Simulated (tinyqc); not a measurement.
Raman line shape of confined optical phonons and breathing modes of small crystals: one step, computed by the program tinyqc.

Confinement in 3 direction(s) lets phonons with q away from zero scatter light. q is in units of 2 pi/a, from 0 to 1, and the branch is isotropic: omega(q)^2 = (omega_0^2 + omega_X^2)/2 + ((omega_0^2 - omega_X^2)/2) cos(pi q). The model and its constant beta are phenomenological; beta = 8 is the common choice.

Task: Range of wave vectors. Weight W(q) = q^2 exp(-(2 L q/a)^2/(2 beta)) dq, that is exp(-k^2 L^2/(2 beta pi^2)) for k = 2 pi q/a. Width q_c = a sqrt(2 beta)/(2 L), where the exponential falls to 1/e; curvature of the branch: omega(q) = omega_0 - c q^2, c = pi^2 (omega_0^2 - omega_X^2)/(8 omega_0); for small q_c the mean of q^2 is (number of confined directions) q_c^2/2, and the mean shift is -c times that.

Inputs (values chosen for the exercise, modelled on silicon):

| quantity | value | unit |
|---|---|---|
| bulk frequency omega_0 | 520.8 | 1/cm |
| frequency at the zone boundary omega_X | 419 | 1/cm |
| lattice constant a | 5.431 | angstrom |
| size L | 4 | nm |
| confinement constant beta | 8 | - |

Shape: sphere.

Give: q_c; curvature c; mean shift, quadratic estimate; omega(q_c) - omega_0.

Result:

q_c = 0.27155 2 pi/a

curvature c = 226.63 1/cm

mean shift, quadratic estimate = -25.068 1/cm

omega(q_c) - omega_0 = -15.967 1/cm
